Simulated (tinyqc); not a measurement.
Raising the surface concentration at fixed length: sheet resistance of a shallow doped layer with concentration-dependent mobility and limited activation. Computed by tinyqc, a small Python program. Command: `OMP_NUM_THREADS=1 python tinyqc.py 3026455 3026456 out.jsonl irvin walk`. One thread of a shared host (Intel(R) Xeon(R) Processor @ 2.30GHz), about 0.01 s of CPU time with the checks.

A layer of one dopant lies in a background of the opposite type. Current flows parallel to the surface down to the junction; depletion is ignored.

Inputs (values chosen for the exercise, modelled on boron in silicon):
```
quantity                          value        unit
surface concentration C_s       1.4e+19      1/cm^3
length l                             29          nm
background C_B                  5.6e+17      1/cm^3
mobility floor mu_min                49  cm^2/(V s)
mobility mu_max                     481  cm^2/(V s)
reference density N_r          1.66e+17      1/cm^3
exponent alpha                    0.693           -
prefactor of the active limit     1e+23      1/cm^3
energy of the active limit        0.732          eV
anneal temperature T                750           C
```

Profile: Gaussian.

Constants: k_B = 8.617333262e-05 eV/K; e = 1.602176634e-19 C.

Method:
- C(x) = C_s exp(-x^2/(2 l^2)).
- Temperatures in kelvin are T(C) + 273.15.
- Active limit C_a = prefactor x exp(-energy/(k_B T)); the junction lies where C = C_B, and the profile exceeds C_a down to x_a (zero if C_s is below C_a). Slope at the junction in nm per decade = ln(10) C/|dC/dx|.
- Active density N = min(C, C_a); carriers n = N - C_B; mobility mu = mu_min + (mu_max - mu_min)/(1 + ((N + C_B)/N_r)^alpha).
- Integrals from 0 to x_j, where C = C_B (Gauss-Legendre, 60 points on each smooth piece; 1 nm = 1e-7 cm): dose int C dx, carriers int n dx, mean mobility int n mu dx/int n dx, R_s = 1/(e int n mu dx).
- The last column drops the active limit.

active limit C_a = 2.47944e+19 1/cm^3

Layers:
```
C_s (1/cm^3)  x_j (nm)  dose (1/cm^2)  mean mu (cm^2/(V s))  R_s (ohm/square)  R_s if all active
3.00e+18         53.13     1.0174e+13                102.04            8496.9         8.4969e+03
1.00e+19         69.63     3.5752e+13                 78.94            2482.4         2.4824e+03
3.00e+19         81.83     1.0852e+14                 65.98             966.9         9.2053e+02
1.00e+20         93.39     3.6300e+14                 63.80             657.0         3.0709e+02
2.00e+20         99.43     7.2648e+14                 63.37             576.9         1.6025e+02
5.00e+20        106.90     1.8169e+15                 63.03             505.9         6.6579e+01
1.00e+21        112.22     3.6342e+15                 62.86             467.0         3.3901e+01
2.00e+21        117.30     7.2688e+15                 62.73             435.9         1.7155e+01
```

R_s falls as C_s^-1.02 between the first rows and as C_s^-0.10 between the last. Below C_a = 2.5e19 the exponent is set by the mobility, which drops from 102 towards mu_min, and by compensation. Above C_a extra dose only widens the clipped region: in the last row R_s is 25.41 times the fully active value. Caution: in rows with more than about 2e20 active atoms per cm^3 measured mobilities fall further than this form.
